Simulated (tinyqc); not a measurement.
Inside a calculation. Method: extended Hueckel theory, for H6. Computed by tinyqc, a small Python program that keeps every step (integrals from PySCF). Settings: charge = 0, K = 1.75, multiplicity = 1. Command: `OMP_NUM_THREADS=1 python tinyqc.py 25025 25026 out.jsonl` (the two numbers bound the seeds that draw the settings). One thread of a shared host (Intel(R) Xeon(R) Processor @ 2.60GHz), about 0.01 s of CPU time with the checks.

## Overlaps

Geometry (angstrom):

| atom | x | y | z |
|---|---|---|---|
| H | 0.000000 | 0.000000 | 0.000000 |
| H | 0.000000 | 0.000000 | 0.867000 |
| H | 0.000000 | 0.000000 | 2.000000 |
| H | 0.000000 | 0.000000 | 2.867000 |
| H | 0.000000 | 0.000000 | 4.000000 |
| H | 0.000000 | 0.000000 | 4.867000 |

Parameters chosen for this run:

| element | shell | Slater exponent | H_ii (eV) |
|---|---|---|---|
| H | 1s | 1.300000 | -13.600000 |

Slater orbitals, each expanded in six Gaussians scaled to its exponent.

overlap S:
```
          1H 1s     2H 1s     3H 1s     4H 1s     5H 1s     6H 1s
1H 1s  1.000000  0.551704  0.102569  0.021469  0.002199  0.000313
2H 1s  0.551704  1.000000  0.393587  0.102569  0.012892  0.002199
3H 1s  0.102569  0.393587  1.000000  0.551704  0.102569  0.021469
4H 1s  0.021469  0.102569  0.551704  1.000000  0.393587  0.102569
5H 1s  0.002199  0.012892  0.102569  0.393587  1.000000  0.551704
6H 1s  0.000313  0.002199  0.021469  0.102569  0.551704  1.000000
```

## Wolfsberg-Helmholz matrix

diagonal H_ii (eV): 1H 1s -13.600000, 2H 1s -13.600000, 3H 1s -13.600000, 4H 1s -13.600000, 5H 1s -13.600000, 6H 1s -13.600000

K = 1.750000

H_ij = K' S_ij (H_ii + H_jj)/2 for i != j (the diagonal keeps H_ii), with K' = 1.75.

H (eV):
```
            1H 1s       2H 1s       3H 1s       4H 1s       5H 1s       6H 1s
1H 1s  -13.600000  -13.130563   -2.441134   -0.510955   -0.052326   -0.007452
2H 1s  -13.130563  -13.600000   -9.367381   -2.441134   -0.306840   -0.052326
3H 1s   -2.441134   -9.367381  -13.600000  -13.130563   -2.441134   -0.510955
4H 1s   -0.510955   -2.441134  -13.130563  -13.600000   -9.367381   -2.441134
5H 1s   -0.052326   -0.306840   -2.441134   -9.367381  -13.600000  -13.130563
6H 1s   -0.007452   -0.052326   -0.510955   -2.441134  -13.130563  -13.600000
```

## Orbitals

valence electrons = 6

Solve H C = S C e through S^(-1/2); fill by pairs from the bottom, a degenerate level sharing its electrons equally; each orbital has its largest coefficient positive (the first on a tie).

orbital energies (eV): -18.745960  -17.438919  -15.020852  -5.728923  2.701859  14.380629

occupations: 2.000000  2.000000  2.000000  0.000000  0.000000  0.000000

coefficients:
```
            MO1        MO2        MO3        MO4        MO5        MO6
1H 1s  0.198649   0.375345   0.443604   0.619393  -0.705796   0.464122
2H 1s  0.285272   0.393907   0.225130  -0.404755   0.848163  -0.770809
3H 1s  0.356238   0.125583  -0.427648  -0.581689  -0.285626   1.030556
4H 1s  0.356238  -0.125583  -0.427648   0.581689  -0.285626  -1.030556
5H 1s  0.285272  -0.393907   0.225130   0.404755   0.848163   0.770809
6H 1s  0.198649  -0.375345   0.443604  -0.619393  -0.705796  -0.464122
```

sum of one-electron energies = -102.411461 eV

## Mulliken analysis

P = C n C^T; charge = valence electrons (H 1) minus the sum of (P S)_ii on the atom; overlap population = 2 sum P_ij S_ij between two atoms.

charges: 1H -0.068362, 2H 0.056142, 3H 0.012220, 4H 0.012220, 5H 0.056142, 6H -0.068362

Overlap populations:

| pair | value |
|---|---|
| 2-1 | 0.671729 |
| 3-1 | -0.029459 |
| 3-2 | 0.086301 |
| 4-1 | -0.014262 |
| 4-2 | -0.018101 |
| 4-3 | 0.648842 |
| 5-1 | 0.000076 |
| 5-2 | -0.001191 |
| 5-3 | -0.018101 |
| 5-4 | 0.086301 |
| 6-1 | 0.000119 |
| 6-2 | 0.000076 |
| 6-3 | -0.014262 |
| 6-4 | -0.029459 |
| 6-5 | 0.671729 |
